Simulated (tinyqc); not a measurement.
Gated graphene, quantum capacitance: one step of the calculation.

phi is the Fermi level above the Dirac point, in volts; Vg is counted from the gate voltage of charge neutrality. Ideal linear bands, no charge puddles.

Question. Charge and capacitances at the solution. N0 = (2/pi)(kB T/(hbar vF))^2; n = N0 F1(phi/Vt), p = N0 F1(-phi/Vt), F1(e) = int_0^infinity u du/(1 + exp(u - e)) = -Li2(-exp(e)); Cq = q d(n - p)/dphi = (q N0/Vt) ln[2 (1 + cosh(phi/Vt))]. 1/C_G = 1/Cox + 1/(Cq + q Dit); dphi/dVg = Cox/(Cox + Cq + q Dit).

Parameters, values chosen for the exercise; values close to those of graphene: temperature T = 300 K; Fermi velocity vF = 1.13e6 m/s; density of traps Dit = 0 cm^-2 eV^-1.

Constants: q = 1.602176634e-19 C, kB = 1.380649e-23 J/K, hbar = 1.054571817e-34 J s, Vt = kB T/q. Results are converted to the units shown.

converged phi = 0.27662812 V
Cox = 1.5013623 uF/cm^2

Wanted: n - p; Cq; C_G; dphi/dVg.

Answer.

n - p = 4.530e12 cm^-2
Cq = 5.100 uF/cm^2
C_G = 1.160 uF/cm^2
dphi/dVg = 0.2274

Cq is 3.40 times Cox, so C_G is 77.3 % of Cox; 36.4 % of the gate voltage has gone into phi.

tinyqc, about 0.01 s, one thread, Intel Xeon 2.30GHz (shared host): `OMP_NUM_THREADS=1 python tinyqc.py 2200022 2200023 out.jsonl`
